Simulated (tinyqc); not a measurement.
Stress in a transistor channel from embedded alloy regions, liners and fins, by half-space elasticity: one step, computed by the program tinyqc.

Plane strain in an isotropic half-space, the same constants everywhere; x along the channel from its centre, y downwards from the free surface; stress is positive in tension.

Problem. Closed form at the surface. At x = y = 0 the integral is s_xx = -(4/pi) [E e/(1 - nu)] [arctan(2 d/L) - arctan(d/(L/2 + S))].

Inputs (values chosen for the exercise, modelled on silicon):
```
quantity                   value  unit
Young's modulus E            165   GPa
Poisson ratio nu            0.23     -
channel length L              34    nm
length of each stressor S     55    nm
recess depth d                85    nm
```

Stressor: Si(1-x)C(x) source and drain.

misfit e = -0.005232

Give: s_xx at the surface.

Solution.

s_xx at the surface = 721.4 MPa

For fixed L and S it is largest at d = sqrt((L/2)(L/2 + S)) = 35.0 nm; d is beyond that.
